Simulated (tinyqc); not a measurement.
# Resistance of a tapered via with liner, size effect and interface: several studies

A round via whose diameter grows from db at the bottom as D(z) = db + 2 z/tan(ang). The fill, of diameter D - 2 tl, starts above the bottom liner (thickness fb tl) and has rho = rho0 (1 + ks lam/(D - 2 tl)); the sidewall liner conducts in parallel with it. The bottom liner and the interface are crossed over the full area pi db^2/4. Spreading in the lines above and below is left out.

Inputs (values chosen for the exercise); fill metal close to tungsten: diameter at the bottom db = 54 nm; height hv = 120 nm; sidewall angle ang = 86 degrees; bulk resistivity of the fill rho0 = 5.27 uohm cm; mean free path of the fill lam = 15.3 nm; size-effect factor ks = 1; liner on the sidewall tl = 3.4 nm; liner at the bottom over that on the sidewall fb = 0.5; resistivity of the liner rl = 160 uohm cm; interface resistivity at the bottom ri = 1.7e-12 ohm cm^2; ballistic conductance per area, about 3/(4 rho0 lam) Sb = 9.1e14 S/m^2; bulk resistivity of the second fill (close to ruthenium) rho2 = 7.64 uohm cm; its mean free path lam2 = 6.43 nm; its liner tl2 = 0.5 nm.

Each table varies one quantity; the others keep the values above.

## Via resistance against the diameter at the bottom

Slices between z0 = fb tl and hv, evaluated at their midpoints: conductance per length pi/4 [(D - 2 tl)^2/rho + (D^2 - (D - 2 tl)^2)/rl], slice resistance = slice height over that. 2000 slices. R_fill = sum of the slices; R_bottom = rl fb tl/(pi db^2/4); R_interface = ri/(pi db^2/4); ballistic (Sharvin) limit 1/(Sb pi (db - 2 tl)^2/4); ideal cylinder rho0 hv/(pi db^2/4).

Via resistance against the diameter at the bottom:

| db (nm) | R_fill (ohm) | R_bottom (ohm) | R_interface (ohm) | R (ohm) | ballistic limit (ohm) | R over ideal cylinder | largest part |
|---|---|---|---|---|---|---|---|
| 11 | 196.02 | 28.622 | 1.7888 | 226.43 | 79.318 | 3.4027 | fill |
| 16 | 62.282 | 13.528 | 0.84551 | 76.656 | 16.531 | 2.4372 | fill |
| 22 | 26.676 | 7.1554 | 0.44721 | 34.279 | 6.0559 | 2.0605 | fill |
| 30 | 12.528 | 3.8480 | 0.24050 | 16.617 | 2.5995 | 1.8573 | fill |
| 42 | 5.7821 | 1.9633 | 0.12270 | 7.8681 | 1.1292 | 1.7237 | fill |
| 58 | 2.8340 | 1.0295 | 0.064343 | 3.9279 | 0.53374 | 1.6410 | fill |
| 80 | 1.4187 | 0.54113 | 0.033820 | 1.9937 | 0.26112 | 1.5847 | fill |

R falls from 226 to 1.99 ohm. The fill is the largest part at db = 11 and in all other rows. R goes as db^(-2.89) between the first two rows and db^(-2.11) between the last two; area alone gives -2.

## Via resistance against the sidewall angle

Same model as above.

2000 slices.

The same in every row: R_bottom (ohm) = 1.188; R_interface (ohm) = 0.07423; ballistic limit (ohm) = 0.6280.

Result of one run:

| ang (degrees) | R_fill (ohm) | R (ohm) | R over ideal cylinder | largest part |
|---|---|---|---|---|
| 90 | 4.655 | 5.917 | 2.143 | fill |

What becomes of these results when the sidewall angle ang is changed from 90 to 89 degrees, all else the same?

Result of the changed run:

| ang (degrees) | R_fill (ohm) | R (ohm) | R over ideal cylinder | largest part |
|---|---|---|---|---|
| 89 | 4.230 | 5.492 | 1.989 | fill |

The whole series:

| ang (degrees) | R_fill (ohm) | R (ohm) | R over ideal cylinder | largest part |
|---|---|---|---|---|
| 90 | 4.655 | 5.917 | 2.143 | fill |
| 89 | 4.230 | 5.492 | 1.989 | fill |
| 88 | 3.874 | 5.136 | 1.860 | fill |
| 87 | 3.572 | 4.834 | 1.751 | fill |
| 86 | 3.313 | 4.574 | 1.657 | fill |
| 84 | 2.888 | 4.150 | 1.503 | fill |
| 82 | 2.556 | 3.818 | 1.383 | fill |

R falls from 5.92 to 3.82 ohm. The fill is the largest part at ang = 90 and in all other rows. The share of the two bottom terms goes from 21.3 to 33.1 %.

## Two fill metals against the diameter

2000 slices. R_fill = sum of the slices; R_bottom = rl fb tl/(pi db^2/4); R_interface = ri/(pi db^2/4). The second fill has rho2, lam2 and tl2 in place of rho0, lam and tl.

Result of one run:

| db (nm) | R, first fill (ohm) | R, second fill (ohm) | ratio second/first |
|---|---|---|---|
| 35 | 11.754 | 8.3740 | 0.71246 |

What becomes of these results when the diameter at the bottom db is changed from 35 to 17 nm, all else the same?

Result of the changed run:

| db (nm) | R, first fill (ohm) | R, second fill (ohm) | ratio second/first |
|---|---|---|---|
| 17 | 65.333 | 31.115 | 0.47626 |

The whole series:

| db (nm) | R, first fill (ohm) | R, second fill (ohm) | ratio second/first |
|---|---|---|---|
| 12 | 173.35 | 58.018 | 0.33468 |
| 17 | 65.333 | 31.115 | 0.47626 |
| 24 | 27.849 | 16.710 | 0.60000 |
| 35 | 11.754 | 8.3740 | 0.71246 |
| 49 | 5.6344 | 4.4738 | 0.79402 |
| 70 | 2.6384 | 2.2776 | 0.86323 |
| 100 | 1.2527 | 1.1486 | 0.91693 |

The ratio goes from 0.335 to 0.917. The second fill gives the lower R in every row.

Program tinyqc, `OMP_NUM_THREADS=1 python tinyqc.py 2750202 2750203 out.jsonl`; Intel Xeon 2.30GHz, shared host, one thread, about 0.01 s.
